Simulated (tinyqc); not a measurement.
Inside a calculation. Method: coherent transport through a tight-binding region between two chains. Computed by tinyqc, a small Python program that keeps every step. Settings: temperature = 4, mu = -0.36. Command: `OMP_NUM_THREADS=1 python tinyqc.py 21344 21345 out.jsonl` (the two numbers bound the seeds that draw the settings). One thread of a shared host (Intel(R) Xeon(R) Processor @ 2.60GHz), about 0.1 s of CPU time with the checks.

## Transmission at E = 0.92 eV

H of the central region (eV), lower triangle:
```
,1,2,3
1,0.0000
2,-2.3400,1.3800
3,0.0000,-1.2300,0.0000
```

Leads: semi-infinite chains with site energy 0:
```
parameter,value
lead hopping t (eV),2.580000
coupling to the left lead (eV),1.460000
coupling to the right lead (eV),1.090000
left contact site,1
right contact site,3
```

E = 0.9200 eV

Surface Green function g = (E - i sqrt(4 t^2 - E^2)) / (2 t^2); self-energy tc^2 g on each contact site; G = (E - H - Sigma)^(-1); Gamma = -2 Im Sigma; T = Gamma_L Gamma_R |G_LR|^2; local density of states -Im G_ii / pi.

g = 0.0691-0.3814i 1/eV

G (1/eV), lower triangle:
```
,1,2,3
1,0.2309-0.1288i
2,0.3063-0.0377i,-0.1143-0.0940i
3,-0.3248+0.2310i,0.1875+0.0366i,0.6880-0.4257i
```

local density of states (1/eV): 0.0410  0.0299  0.1355

transmission = 0.2340

## Transmission across the band

The same steps on a grid of energies.

T(E):
```
E (eV),T
-4.902000,1.70e-04
-4.411800,0.0010
-3.921600,0.0035
-3.431400,0.0125
-2.941200,0.0532
-2.451000,0.2540
-1.960800,0.4469
-1.470600,0.3737
-0.980400,0.4196
-0.490200,0.6532
0.000000,0.8695
0.490200,0.4725
0.980400,0.2147
1.470600,0.1225
1.960800,0.0893
2.451000,0.0844
2.941200,0.1162
3.431400,0.3220
3.921600,0.1091
4.411800,0.0102
4.902000,0.0010
```

levels of the isolated region (eV): -2.0421  0.0000  3.4221

## Current

I = (2e/h) int T(E) [f(E - mu - V/2) - f(E - mu + V/2)] dE at 4 K with mu = -0.36 eV, the bias not changing H; 2e^2/h = 77.48092 microsiemens; the integral runs over the band on 4001 points.

Current:
```
V (volt),I (microampere)
0.0100,0.5886
0.0500,2.9187
0.1000,5.7625
0.2000,11.5837
0.4000,23.0314
0.8000,45.0292
```
